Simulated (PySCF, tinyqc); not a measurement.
G0W0 on RHF in the sto-3g basis, for H3+, spin multiplicity 1, step by step. The lowest restricted solution is unstable here: a spin-polarised one lies 0.0010 hartree lower (PySCF). One step of it, computed by the program tinyqc.

Question. G0W0 on Hartree-Fock: HOMO. W(p,q,m) = sqrt2 sum_ia (pq|ia) (X+Y)_ia,m; Sigma_c(x) = sum_(i,m) W^2/(x - e_i + w_m) + sum_(a,m) W^2/(x - e_a - w_m); solve x = e_p + Sigma_c(x) by Newton steps; Z = 1/(1 - dSigma/dx); 1 hartree = 27.211386 eV.

orbital energies (hartree): MO1 -0.894865, MO2 -0.310844, MO3 0.073027

Two-electron integrals over orbitals (pq|rs), unique and non-zero (hartree):
```
(11|11) 0.530748    (21|11) -0.000071   (21|21) 0.145883    (22|11) 0.464311
(22|21) 0.000133    (22|22) 0.534815    (31|11) 0.073095    (31|21) 0.000018
(31|22) -0.063666   (31|31) 0.145100    (32|11) 0.000028    (32|21) -0.136286
(32|22) -0.000110   (32|31) -0.000087   (32|32) 0.142270    (33|11) 0.539257
(33|21) -0.000135   (33|22) 0.472154    (33|31) 0.088376    (33|32) 0.000090
(33|33) 0.578027
```

excitation energies w (hartree): 0.825757  1.224166

X + Y:
```
             1         2
1>2   0.840985  0.000046
1>3  -0.000072  0.889188
```

Give: The 12 largest terms at x = e_p; Newton steps; quasiparticle energy of the HOMO; Hartree-Fock value.

Answer.

The 12 largest terms at x = e_p (hartree; W for the signs of X + Y given):
```
q  m          W       term
2  1     0.1735    -0.0214
3  2     0.1825    -0.0152
1  2     0.0919     0.0069
1  1  -9.21e-05   1.03e-08
2  2   3.23e-05  -5.77e-10
3  1   6.73e-06  -2.52e-11
```

Newton steps (hartree):
```
step        x  Sigma_c(x)       Z
0     -0.8949     -0.0296  0.9730
1     -0.9237     -0.0288  0.9735
2     -0.9237     -0.0288  0.9735
```

quasiparticle energy of the HOMO = -25.1355 eV

Hartree-Fock value = -24.3505 eV
